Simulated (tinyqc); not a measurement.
Energies of the polytypes: polytypes and stacking faults of a tetrahedral semiconductor in an axial Ising model with couplings up to third neighbours. Computed by tinyqc, a small Python program. Command: `OMP_NUM_THREADS=1 python tinyqc.py 3019362 3019363 out.jsonl polytype walk`. One thread of a shared host (Intel(R) Xeon(R) Processor @ 2.30GHz), about 0.01 s of CPU time with the checks.

Each double layer has s = +1 or -1 for the sense of its stacking step; E per pair of atoms = E0 - sum_n J_n <s_i s_(i+n)>, n = 1, 2, 3. Hexagonality h = (1 - <s_i s_(i+1)>)/2.

Inputs (values chosen for the exercise, of the order of those of GaAs for J, a, G and the gaps):
```
quantity    value      unit
J1           9.75  meV/pair
J2         -0.724  meV/pair
J3          -0.19  meV/pair
gap of 3C    1.52        eV
gap of 4H    1.51        eV
```

Method. E - E(3C) = sum_n J_n (1 - C_n), C_n = <s_i s_(i+n)>. The gap is taken linear in h between 3C (h = 0) and 4H (h = 1/2), a rough rule, with a dash beyond.

correlations of the repeat units 3C (+), 2H (+-), 4H (++--), 6H (+++---), 15R (+++--), 8H (++++----), 21R (++++---), 9R (++-):
```
        n = 1     n = 2     n = 3
3C    1.00000   1.00000   1.00000
2H   -1.00000   1.00000  -1.00000
4H    0.00000  -1.00000   0.00000
6H    0.33333  -0.33333  -1.00000
15R   0.20000  -0.60000  -0.60000
8H    0.50000   0.00000  -0.50000
21R   0.42857  -0.14286  -0.71429
9R   -0.33333  -0.33333   1.00000
```

Polytypes:
```
polytype       h  E - E(3C) (meV/pair)  gap by the linear rule (eV)
3C        0.0000                 0.000                       1.5200
2H        1.0000                19.120                            -
4H        0.5000                 8.112                       1.5100
6H        0.3333                 5.155                       1.5133
15R       0.4000                 6.338                       1.5120
8H        0.2500                 3.866                       1.5150
21R       0.2857                 4.418                       1.5143
9R        0.6667                12.035                            -
```

E(2H) - E(3C) = 19.12 meV/pair

E(4H) - E(3C) = 8.112 meV/pair

E(6H) - E(3C) = 5.1547 meV/pair

What follows from these numbers?

The lowest is 3C, 3.866 meV/pair below 8H. J1/|J2| = 13.47: for J3 = 0 and J2 < 0 the ground state is 2H below -2, 4H between -2 and 2, and 3C above 2; at 2 itself all periods with bands of two or more layers are degenerate.

Extremes, crossings and ranges named in words are read from the listed rows.
